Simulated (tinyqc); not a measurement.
# Haynes-Shockley experiment: what a collector records, against the sweep field along the drift

A sheet injected at x = 0, t = 0 gives at x = L the signal n(t) = N0 exp(-t/tau - (L - v t)^2/(4 D t))/sqrt(4 pi D t), D = mu Vt, v = mu F. Its peak lies at tp = [-D + sqrt(D^2 + u^2 L^2)]/u^2, u^2 = v^2 + 4 D/tau; dt is the full width at half height. Simple readings: mobility L/(F tp), diffusion coefficient (L dt/tp)^2/(16 ln 2 tp). Area v times the integral of n over N0: (v/u) exp(L (v - u)/(2 D)).

Inputs (values chosen for the exercise):
```
symbol   value        unit                              meaning
T          350           K                          temperature
mu        3860  cm^2/(V s)            minority-carrier mobility
tau     8.7e-5           s                             lifetime
L        12000          um  distance from injector to collector
```

Constants: q = 1.602176634e-19 C, kB = 1.380649e-23 J/K, Vt = kB T/q. Results are converted to the units shown.

Haynes-Shockley experiment: what a collector records, against the sweep field along the drift:
```
F (V/cm)  L/v (us)  tp (us)  dt (us)  apparent mobility (cm^2/(V s))  apparent D (cm^2/s)      area  exp(-L/(v tau))
0.53         586.6    376.5    224.7                            6013                122.8  0.003074         0.001180
0.91         341.6    278.8    142.1                            4730                121.1   0.02342          0.01971
1.6          194.3    179.3    72.79                            4183                119.4    0.1080           0.1072
2.8          111.0    107.6    33.68                            3982                118.2    0.2768           0.2791
4.8          64.77    63.93    15.38                            3910                117.4    0.4727           0.4750
8.3          37.46    37.25    6.824                            3882                117.0    0.6488           0.6502
14           22.21    22.15    3.125                            3870                116.8    0.7741           0.7747
25           12.44    12.42    1.312                            3865                116.6    0.8666           0.8668
```

True values: mu = 3860 cm^2/(V s), D = 116 cm^2/s. The apparent mobility is 56 % above the true one in the first row and 0.13 % above it in the last, and the apparent D 5.5 % above and 0.17 % above D. The peak always comes before L/v, since spreading and decay both weigh down the later part of the signal; the shift is 36 % and 0.13 % in these rows.

Numbers from tinyqc (`OMP_NUM_THREADS=1 python tinyqc.py 2310016 2310017 out.jsonl`; about 0.01 s on one thread of a shared Intel Xeon 2.30GHz).
